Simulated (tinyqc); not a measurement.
Single-oscillator infrared dielectric function of a polar cubic crystal: one step, computed by the program tinyqc. Command: `OMP_NUM_THREADS=1 python tinyqc.py 3026424 3026425 out.jsonl infrared walk`. One thread of a shared host (Intel(R) Xeon(R) Processor @ 2.30GHz), about 0.01 s of CPU time with the checks.

One ion pair, charges +Z* and -Z*, in a cell of volume Omega = a^3/4. Frequencies omega are given as wavenumbers (1/cm); eps_s is the static dielectric constant.

Problem. Optical constants at the probe frequency. eps(omega) = eps_inf + W^2/(omega_TO^2 - omega^2 - i gamma omega); n + i k = sqrt(eps) with k >= 0; R = |(n + i k - 1)/(n + i k + 1)|^2 at normal incidence from vacuum. omega is the probe ratio times omega_TO. Intensity decays over 1/(4 pi omega k); the loss function is Im(-1/eps).

Inputs (values chosen for the exercise, for a model crystal):

| quantity | value | unit |
|---|---|---|
| omega_TO | 316 | 1/cm |
| eps_inf | 13.3 | - |
| phonon damping gamma | 4.1 | 1/cm |
| probe frequency / omega_TO | 1.07 | - |

Structure: zinc blende. Free carriers: absent.

W = 832.8179 1/cm

Give: omega; Re eps; Im eps; n; k; reflectivity R; penetration depth of the intensity; loss function.

Solution.

omega = 338.12 1/cm

Re eps = -34.200

Im eps = 4.5509

n = 0.38825

k = 5.8609

reflectivity R = 0.95719

penetration depth of the intensity = 0.40156 micrometre

loss function = 0.0038233

Re eps is negative: the wave is evanescent and the crystal reflects like a metal.
